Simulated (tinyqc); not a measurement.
Physical sputtering: collision-cascade yield, angular dependence, faceting and resputtering in deposition: one step, computed by the program tinyqc.

Ions start collision cascades; atoms that reach the surface with more than U leave. The target is amorphous or fine-grained.

Task: Yield at normal incidence. gamma = 4 M1 M2/(M1 + M2)^2; threshold E_th = 6.7 U/gamma for M1 >= M2, else U (1 + 5.7 M1/M2)/gamma. eps = 0.03255 M2 E/(Z1 Z2 (M1 + M2) z), z = (Z1^(2/3) + Z2^(2/3))^(1/2), E in eV; s_n = 3.441 sqrt(eps) ln(eps + 2.718)/(1 + 6.355 sqrt(eps) + eps (6.882 sqrt(eps) - 1.708)); S_n = 84.78 Z1 Z2 M1 s_n/((M1 + M2) z) in eV angstrom^2; alpha = 0.249 (M2/M1)^0.56 + 0.0035 (M2/M1)^1.5 for M1 <= M2, else 0.0875 (M2/M1)^(-0.15) + 0.165 M2/M1; Y0 = 0.042 Q alpha S_n/U [1 - sqrt(E_th/E)]^2.5 (the electronic-loss factor of the full formula is dropped). Erosion rate = Y0 J/(e N); 1 cm^2 = 1e14 nm^2.

Inputs (values chosen for the exercise, modelled on neon ions on tantalum): ion Z1 = 10; ion mass M1 = 20.2 u; target Z2 = 73; target mass M2 = 180.9 u; surface binding energy U = 8.1 eV; target density N = 55.5 1/nm^3; fit factor Q = 0.54; ion energy E = 180 eV; current density J = 2.1 mA/cm^2.

Constants: e = 1.602176634e-19 C.

Give: energy transfer factor gamma; threshold E_th; reduced energy eps; nuclear stopping S_n; alpha; yield Y0; erosion rate.

Result:

energy transfer factor gamma = 0.3614

threshold E_th = 36.68 eV

reduced energy eps = 0.001535

nuclear stopping S_n = 143.0 eV angstrom^2

alpha = 0.9437

yield Y0 = 0.08426 atoms per ion

erosion rate = 11.94 nm/min

The threshold factor is 0.223; the energy cost is 2140 eV per removed atom, 264 times U. Caution: within a few times the threshold, cascades are short and these fits are rough.
